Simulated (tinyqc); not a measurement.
Capacitance measurement on a leaky thin oxide: effects of series resistance and leakage: one step of the calculation.

The device is a capacitance C in parallel with a leakage conductance G, in series with Rs and Ls. An impedance meter reports either a parallel pair (Cp, Gp) from Y = 1/Z = Gp + i w Cp or a series pair (Cs, Rm) from Z = Rm + 1/(i w Cs); w = 2 pi f, dissipation D = Gp/(w |Cp|).

Question. True capacitance and conductance. EOT = 3.9 tox/eox; CET = EOT + zc + zp; C = 3.9 eps0 A/CET; G = Jg A/Vs.

Inputs (values chosen for the exercise); values of the order met in thin-oxide MOS capacitors: relative permittivity of the gate insulator (close to silicon dioxide) eox = 3.9; insulator thickness tox = 1.2 nm; gate area A = 10000 um^2; oxide-equivalent thickness added by the accumulation layer zc = 0.48 nm; oxide-equivalent thickness added by gate depletion zp = 0 nm; gate leakage current density, not matched to the thickness Jg = 0.026 A/cm^2; voltage for an e-fold rise of the leakage Vs = 0.31 V.

Constants: eps0 = 8.8541878128e-14 F/cm where lengths are in cm. Results are converted to the units shown.

Give: EOT; CET; C; G.

Answer.

EOT = 1.2000 nm
CET = 1.6800 nm
C = 205.54 pF
G = 8.3871 uS

Computed by the program tinyqc: `OMP_NUM_THREADS=1 python tinyqc.py 2022072 2022073 out.jsonl`, one thread of a shared Intel Xeon 2.30GHz, about 0.01 s for the whole run.
